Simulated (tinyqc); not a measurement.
Polytypes and stacking faults of a tetrahedral semiconductor in an axial Ising model with couplings up to third neighbours: one step, computed by the program tinyqc.

Each double layer has s = +1 or -1 for the sense of its stacking step; E per pair of atoms = E0 - sum_n J_n <s_i s_(i+n)>, n = 1, 2, 3. Hexagonality h = (1 - <s_i s_(i+1)>)/2.

Question. Stacking-fault energies. Faults in 6H: the sequences single Shockley (42) (++++--), Frank-type (32) (+++--), Frank-type (43) (++++---) are put between perfect repeats; k_n = (layers x C_n of the host) - sum_i s_i s_(i+n). gamma = sum k_n J_n/A, A = (sqrt 3/2) a^2; 1 meV/angstrom^2 = 16.02177 mJ/m^2.

Inputs (values chosen for the exercise, of the order of those of SiC for J, a, G and the gaps):
```
quantity                  value      unit
J1                         2.07  meV/pair
J2                         -3.7  meV/pair
J3                        -0.26  meV/pair
basal lattice constant a   3.08  angstrom
```

Host polytype: 6H.

fault coefficients k_n:
```
                             J1         J2         J3
single Shockley (42)   0.000000   0.000000  -4.000000
Frank-type (32)        0.666667   1.333333  -2.000000
Frank-type (43)       -0.666667  -1.333333  -2.000000
```

Constants: 1 eV/angstrom^2 = 16.02176634 J/m^2.

Give: gamma; energy of the glide fault, single Shockley (42).

Answer.

gamma (mJ/m^2): single Shockley (42) 2.0282, Frank-type (32) -5.9156, Frank-type (43) 7.9438

energy of the glide fault, single Shockley (42) = 2.0282 mJ/m^2

The cheapest is the Frank-type (32) fault, with a negative energy: the host is not the ground state of this model against it.
